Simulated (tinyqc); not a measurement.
Worked calculation: deformation-potential model of the Delta valleys of a conduction band. Values are carried at full precision from step to step, so a last printed digit may differ when a step is redone from the rounded ones.

s11 = (C11 + C12)/((C11 - C12)(C11 + 2 C12)), s12 = -C12/((C11 - C12)(C11 + 2 C12)), s44 = 1/C44; exx = s11 sxx + s12 (syy + szz) and cyclic, exy = s44 sxy/2; tension is positive. A uniaxial stress X along the unit vector n is s_ij = X n_i n_j.

Constants: kB = 8.617333262e-05 eV/K; hbar^2/2m0 = 3.80998211 eV angstrom^2.

Values chosen for the exercise (near those of Si; the results hold for these values, not for the real material): C11 = 166.8 GPa; C12 = 64.2 GPa; C44 = 80.2 GPa; load = uniaxial [110] (kind of stress); X = 0.8 GPa (stress); Xd = 1.19 eV (dilation potential); Xu = 8.88 eV (uniaxial potential); T = 200 K (temperature); ml = 0.947 m0 (longitudinal mass); mt = 0.188 m0 (transverse mass).

## Strain from a uniaxial [110] stress

Form the compliances and the strain.

s11, s12, s44 (1/TPa): 7.6269  -2.1197  12.4688

strain tensor:
```
          x         y          z
x  0.002203  0.002494   0.000000
y  0.002494  0.002203   0.000000
z  0.000000  0.000000  -0.001696
```

## Valley shifts

Valleys with axes along x, y and z, each a pair at +k and -k. Herring-Vogt shift of a valley with unit axis a: dE = Xd tr(e) + Xu a.e.a. Non-degenerate shares n_i = exp(-dE_i/kT)/sum_j exp(-dE_j/kT). Inverse mass tensor of a valley: (1 - a a)/mt + a a/ml; the masses are taken as independent of strain.

Apply the Herring-Vogt formula to each valley.

Xd tr(e) = 3.22 meV

a.e.a: x 0.002203, y 0.002203, z -0.001696

shifts dE (meV): x 22.79, y 22.79, z -11.83

The lowest valley is z, 34.6 meV below the highest; the mean shift over all valleys is (Xd + Xu/3) tr(e) = 11.25 meV.

## Shares of the electrons

Boltzmann factors of the shifts.

kT = 17.235 meV

shares: x 0.1058, y 0.1058, z 0.7884

effective number of valley axes, 1/(largest share) = 1.268

## Conductivity mass tensor

With one scattering time for all valleys the conductivity goes as M = sum_i n_i (inverse mass tensor of valley i); along the unit vector u, 1/m_c = u.M.u. Without stress 1/m_c = (1/ml + 2/mt)/3. Take u along [100].

M (1/m0):
```
       x      y      z
x  4.868  0.000  0.000
y  0.000  4.868  0.000
z  0.000  0.000  1.958
```

m_c along [100] = 0.2054 m0
m_c without stress = 0.2565 m0

The repopulation alone changes the mobility along [100] by +24.9 %; with all electrons in the valleys lightest or heaviest along this direction it would change by +36 or -73 %.

## Effective density of states

Each of the 6 whole valleys has m_d = (ml mt^2)^(1/3) and N = 2 (m_d kT/(4 pi c))^(3/2), c = hbar^2/2m0. Counted from the lowest edge, Nc = N x 2 x sum_i exp(-(dE_i - dE_min)/kT). 1 angstrom^-3 = 1e24 cm^-3.

m_d = 0.3223 m0
N of one valley = 2.499e+18 cm^-3
Nc under stress = 6.339e+18 cm^-3
Nc without stress = 1.499e+19 cm^-3

## Piezoresistance from repopulation

For small stress d(rho)/rho = pi X. For valleys on the cube axes pi11 = -(2/3) Xu (s11 - s12)/kT x (K - 1)/(2K + 1), pi12 = -pi11/2, pi44 = 0, K = ml/mt. For stress along [110]: pi_l = (pi11 + pi12 + pi44)/2 with the current along it and pi_t = (pi11 + pi12 - pi44)/2 with the current along [1-10]. 1/GPa = 100 x 1e-11/Pa.

K = 5.037

pi11, pi12, pi44 (1e-11/Pa): -122.0  61.0  0.0

pi_l, pi_t for [110] (1e-11/Pa): -30.5  -30.5

Only the transfer between valleys is counted; changes of mass and of intervalley scattering add to it in a real crystal.

## Checks

- Conductivity mass at zero stress against 3/(1/ml + 2/mt): both 0.2565360.
- Piezoresistance coefficients by finite differences against the closed form: largest difference 4.2e-08.

(tinyqc, `OMP_NUM_THREADS=1 python tinyqc.py 1080861 1080862 out.jsonl`, Intel(R) Xeon(R) Processor @ 2.30GHz, 1 thread, shared host, about 0.02 s.)
